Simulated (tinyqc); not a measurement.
Six-transistor SRAM cell, nodal equations and margins: one step of the calculation.

Two cross-coupled inverters (pull-down bn, pull-up bp) hold the nodes Q and QB; access transistors (ba, threshold VTn, gate on the word line at Vdd when selected) join them to the bit lines. Transistor (EKV form, voltages against the body): I = 2 n b Vt^2 [F(vp - Vs) - F(vp - Vd)] from drain to source, F(v) = ln^2(1 + exp(v/(2 Vt))), vp = (Vg - VT + sg |Vd - Vs|)/n. n-channel bodies are at 0; for the p-channel device all voltages are counted down from Vdd. b in uA/V^2 gives I in uA. For an access transistor the bit line is the drain and the node the source. In a read both bit lines are at Vdd. The cell is symmetric (no mismatch).

Problem. Read current and disturbance. Iread = Ia(bit line at Vdd, source Q); cell ratio bn/ba; time to pull a bit line of 20 fF down by 0.1 V at that current.

Inputs (values chosen for the exercise):
- T = 300 K (temperature)
- Vdd = 0.7 V (supply voltage)
- n = 1.21 (slope factor)
- sg = 0.059 (drain-induced barrier lowering)
- VTn = 0.28 V (n-channel threshold)
- bn = 190 uA/V^2 (gain factor of the pull-down transistor)
- ba = 130 uA/V^2 (gain factor of the access transistor)

Constants: q = 1.602176634e-19 C, kB = 1.380649e-23 J/K, Vt = kB T/q. Results are converted to the units shown.

(Q, QB) (V): Q 0.091456622, QB 0.69983648

Give: Iread; cell ratio; time.

Solution.

Iread = 6.4122 uA
cell ratio = 1.4615
time = 311.91 ps

Program tinyqc, `OMP_NUM_THREADS=1 python tinyqc.py 2340017 2340018 out.jsonl`; Intel Xeon 2.30GHz, shared host, one thread, about 0.1 s.
